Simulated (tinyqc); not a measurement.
# Illuminated p-n diode, drift-diffusion by the Gummel loop with Scharfetter-Gummel fluxes: effects of single changes

Abrupt junction at x = 0, p side from -Lp, n side to Ln, ohmic contacts. psi is counted from the intrinsic level; n = ni exp((psi - phin)/Vt), p = ni exp((phip - psi)/Vt). Contacts: p side psi = V - Vt ln(Na/ni), p = Na, n = ni^2/Na; n side psi = Vt ln(Nd/ni), n = Nd, p = ni^2/Nd. Constant mobilities, D = mu Vt, Boltzmann statistics, SRH recombination through a mid-gap level, U = (n p - ni^2)/(tp (n + ni) + tn (p + ni)). Current is positive from the p contact to the n contact.

Inputs (values chosen for the exercise); band and dielectric values close to those of silicon: temperature T = 350 K; band gap Eg = 1.1 eV; relative permittivity eps_r = 11.6; conduction-band density of states at T Nc = 3.55e19 cm^-3; valence-band density of states at T Nv = 3.35e19 cm^-3; acceptor density of the p side Na = 5.7e16 cm^-3; donor density of the n side Nd = 1e17 cm^-3; electron mobility mun = 730 cm^2/(V s); hole mobility mup = 340 cm^2/(V s); SRH lifetime of electrons tn = 2e-9 s; SRH lifetime of holes tp = 1e-10 s; length of the p side Lp = 0.82 um; length of the n side Ln = 0.71 um; uniform generation rate G = 2e21 cm^-3 s^-1.

Constants: q = 1.602176634e-19 C, kB = 1.380649e-23 J/K, Vt = kB T/q, eps0 = 8.8541878128e-14 F/cm where lengths are in cm. Results are converted to the units shown.

Each table varies one quantity; the others keep the values above.

## Current against voltage in the dark

ni = sqrt(Nc Nv) exp(-Eg/(2 Vt)), Eg in volts. Poisson and both continuity equations are solved self-consistently with Scharfetter-Gummel fluxes on a graded mesh of 500 nodes. J_scr is q times the integral of U between -xp and xn. Ideal diffusion current J_id = q ni^2 [Dn coth(wp/Le)/(Le Na) + Dp coth(wn/Lh)/(Lh Nd)] (exp(V/Vt) - 1), Le = sqrt(Dn tn), Lh = sqrt(Dp tp), wp = Lp - xp, wn = Ln - xn, with xp and xn from the depletion approximation (W = sqrt(2 eps0 eps_r (Vbi - V)(1/Na + 1/Nd)/q), xp = W Nd/(Na + Nd), xn = W Na/(Na + Nd), Vbi = Vt ln(Na Nd/ni^2)). Ideality factor = 0.004 V/(Vt ln[J(V + 0.004 V)/J(V)]). Here G = 0.

In this table G = 0 cm^-3 s^-1.

Current against voltage in the dark:
columns A: V (V); B: J (A/cm^2); C: ideality factor; D: J_scr/J (%); E: J_id (A/cm^2); F: share recombining at the contacts (%); G: larger minority/doping at -xp and xn
```
A           B     C     D        E     F        G
0.15  0.00111  1.66  96.9  3.49e-5  2.13  1.20e-8
0.2   0.00298  1.69  93.8  1.84e-4  4.17  6.28e-8
0.26  0.00981  1.62  86.4  0.00134  9.19  4.55e-7
0.31   0.0283  1.49  75.4  0.00700  16.6  2.37e-6
0.37    0.117  1.31  56.5   0.0509  29.2  1.71e-5
0.43    0.578  1.17  36.1    0.371  42.6  1.23e-4
0.48     2.48  1.10  22.5     1.94  51.6  6.34e-4
0.54     15.6  1.07  11.4     14.1  58.9  0.00445
0.59     73.3  1.09  5.80     73.4  63.3   0.0214
```

Read the table: what changes, and by how much?

J rises from 0.00111 to 73.3 A/cm^2; the ideality factor moves up and down between 1.07 and 1.69. Recombination in the depleted layer carries over half of the current up to V = 0.37 V, where the factor is 1.31; it grows roughly as exp(V/2 Vt), so diffusion overtakes it. Where the factor is lowest (V = 0.54 V), J is 11 % above the ideal diffusion current.

## Solar-cell figures against the SRH lifetime of electrons

Jsc = -J(0), collected share Jsc/(q G (Lp + Ln)), estimate q G [W + Le tanh(wp/2 Le) + Lh tanh(wn/2 Lh)] at V = 0 with Le = sqrt(Dn tn), Lh = sqrt(Dp tp), W, wp = Lp - xp and wn = Ln - xn from the depletion approximation; J(Voc) = 0; Vmp maximises -J V; FF = Pmax/(Jsc Voc).

Result of one run:
```
tn (s)  Jsc (mA/cm^2)  collected share (%)  estimate of Jsc (mA/cm^2)  Voc (V)  Vmp (V)     FF  Pmax (mW/cm^2)
1e-6             24.4                 49.8                       24.5    0.345    0.272  0.689            5.80
```

What becomes of these results when the SRH lifetime of electrons tn is changed from 1e-6 to 1e-8 s, all else the same?

Result of the changed run:
```
tn (s)  Jsc (mA/cm^2)  collected share (%)  estimate of Jsc (mA/cm^2)  Voc (V)  Vmp (V)     FF  Pmax (mW/cm^2)
1e-8             24.3                 49.6                       24.5    0.324    0.244  0.625            4.91
```

The whole series:
```
tn (s)  Jsc (mA/cm^2)  collected share (%)  estimate of Jsc (mA/cm^2)  Voc (V)  Vmp (V)     FF  Pmax (mW/cm^2)
1e-10            22.4                 45.7                       22.7    0.224    0.151  0.492            2.47
1e-9             24.1                 49.1                       24.3    0.287    0.205  0.561            3.88
1e-8             24.3                 49.6                       24.5    0.324    0.244  0.625            4.91
1e-7             24.3                 49.6                       24.5    0.338    0.264  0.668            5.50
1e-6             24.4                 49.8                       24.5    0.345    0.272  0.689            5.80
```

As tn rises from 1e-10 to 1e-6, the collected share rises from 45.7 to 49.8 %, Voc rises from 0.224 to 0.345 V and FF rises from 0.492 to 0.689. The estimate of Jsc is within 1.4 % in all rows.

tinyqc, about 0.5 s, one thread, Intel Xeon 2.30GHz (shared host): `OMP_NUM_THREADS=1 python tinyqc.py 2240024 2240025 out.jsonl`
